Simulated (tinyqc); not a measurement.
Strained quantum well: band edges, subbands and transparency: sweeps and comparisons. A value that a table varies takes the place of the one given here.

Growth on (001), barriers unstrained: tr(e) = e (2 - nu2), Z = b e (1 + nu2); Ec = Ev + Eg + ac tr(e), E_HH = Ev + av tr(e) + Z, E_LH = Ev + av tr(e) - Z (coupling to the split-off band left out).

Masses along z: me, 1/(g1 - 2 g2) for HH, 1/(g1 + 2 g2) for LH, likewise in the barrier; in the plane me, 1/(g1 + g2) for HH and 1/(g1 - g2) for LH (no mixing, which understates the hole masses away from k = 0). Level n solves k L + 2 atan[(k/m)/(kappa/mb)] = n pi, k = sqrt(m E/c), kappa = sqrt(mb (V - E)/c), c = hbar^2/2m0.

Transparency (Bernard-Duraffourg): Fc - Fv equals the lowest transition energy with n = p, n = sum m/(2 pi c) kB T ln(1 + exp((Fc - E)/kB T)) and p likewise over the listed subbands; c = hbar^2/2m0, 1/angstrom^2 = 1e16/cm^2.

Constants: hbar^2/2m0 = 3.80998211 eV angstrom^2; kB = 8.617333262e-05 eV/K; hc = 1239.841984 eV nm.

Values chosen for the exercise (near those of a GaAsP/AlGaAs well; shifted at random, so the results belong to these values and not to a real crystal):

| symbol | value | unit | meaning |
|---|---|---|---|
| nu2 | 0.917 |  | 2 C12/C11 |
| Eg | 1.683 | eV | unstrained gap of the well |
| Ev | -0.899 | eV | its valence edge |
| ac | -7.39 | eV |  |
| av | 1.27 | eV | Ev moves by av tr(e) |
| b | -1.92 | eV | shear potential |
| Egb | 1.922 | eV | gap of the barrier |
| Evb | -1 | eV | its valence edge |
| L | 72 | angstrom | well width |
| me | 0.0802 | m0 | electron mass |
| g1 | 6.36 |  | gamma1 |
| g2 | 1.73 |  | gamma2 |
| meb | 0.1 | m0 |  |
| g1b | 5.7 |  |  |
| g2b | 1.6 |  |  |
| T | 300 | K | temperature |
| es | (-0.014, -0.008, -0.003, 0, 0.003, 0.007, 0.012) |  | strains |
| e | 0.0076 |  | strain in the plane |
| Ls | (30, 40, 55, 70, 90, 120) | angstrom | widths |

## Strain as a design knob

Only the strain is changed; the unstrained gap and the masses are kept.

Results:

| e (%) | wavelength (nm) | top hole | hh1 - lh1 (meV) | n_tr (1e12/cm^2) | share in top |
|---|---|---|---|---|---|
| -1.4 | 692 | hh1 | 106 | 0.847 | 0.74 |
| -0.8 | 701 | hh1 | 69 | 0.881 | 0.68 |
| -0.3 | 710 | hh1 | 36 | 1.030 | 0.53 |
| 0.0 | 716 | hh1 | 16 | 1.126 | 0.41 |
| 0.3 | 724 | lh1 | -4 | 1.219 | 0.58 |
| 0.7 | 745 | lh1 | -31 | 1.079 | 0.76 |
| 1.2 | 774 | lh1 | -66 | 1.001 | 0.90 |

n_tr is largest at e = +0.3 % (1.22), where hh1 - lh1 = -4 meV and the top subband holds 58 % of the holes, and smallest, 0.85, at -1.4 %. The top hole level turns from hh to lh, and the light from TE to TM, between 0.0 and +0.3 %. The wavelength runs from 692 to 774 nm.

## Width of the well

All levels anew.

Results:

| L (angstrom) | wavelength (nm) | top hole | hh1 - lh1 (meV) | n_tr (1e12/cm^2) | share in top | n_tr/L (1e18/cm^3) |
|---|---|---|---|---|---|---|
| 30 | 701 | lh1 | -11 | 1.089 | 0.72 | 3.63 |
| 40 | 718 | lh1 | -19 | 1.070 | 0.75 | 2.68 |
| 55 | 736 | lh1 | -28 | 1.060 | 0.78 | 1.93 |
| 70 | 747 | lh1 | -35 | 1.060 | 0.79 | 1.51 |
| 90 | 757 | lh1 | -41 | 1.100 | 0.77 | 1.22 |
| 120 | 766 | lh1 | -46 | 1.216 | 0.71 | 1.01 |

The wavelength tunes by 65 nm. The sheet density at transparency changes from 1.09 to 1.22, the top hole subband holding 0.72 and 0.71 of the holes at the ends, while the volume density falls by a factor 3.6. Critical thickness and carrier escape are left out.

## What each parameter does

Edge wavelength, hh1 - lh1 and n_tr. Each row changes one parameter from the base and keeps the others.

Results:

| case | wavelength (nm) | hh1 - lh1 (meV) | n_tr (1e12/cm^2) |
|---|---|---|---|
| base | 748.5 | -35.6 | 1.062 |
| L = 82 angstrom | 753.8 | -38.7 | 1.081 |
| e = 0.0056 | 737.8 | -21.9 | 1.117 |
| Eg = 1.663 eV | 757.0 | -35.6 | 1.059 |
| b = -2.21 eV | 750.3 | -43.5 | 1.042 |
| ac = -6.65 eV | 746.0 | -35.6 | 1.063 |
| me = 0.0882 m0 | 749.2 | -35.6 | 1.126 |
| g1 = 6.74 | 748.3 | -35.8 | 1.028 |
| T = 340 K | 748.5 | -35.6 | 1.240 |

The largest shifts from the base row, up to three for each result and ties (the steps differ in size, so this ranks the rows, not the parameters). wavelength (nm): e -10.7, Eg +8.5, L +5.3; unchanged at the printed digits by T. hh1 - lh1 (meV): e +13.7, b -8.0, L -3.1; unchanged at the printed digits by Eg, ac, me and T. n_tr (1e12/cm^2): T +0.179, me +0.064, e +0.056.

Program tinyqc; command `OMP_NUM_THREADS=1 python tinyqc.py 1250980 1250981 out.jsonl`; about 0.01 s on one thread of a shared Intel(R) Xeon(R) Processor @ 2.30GHz.
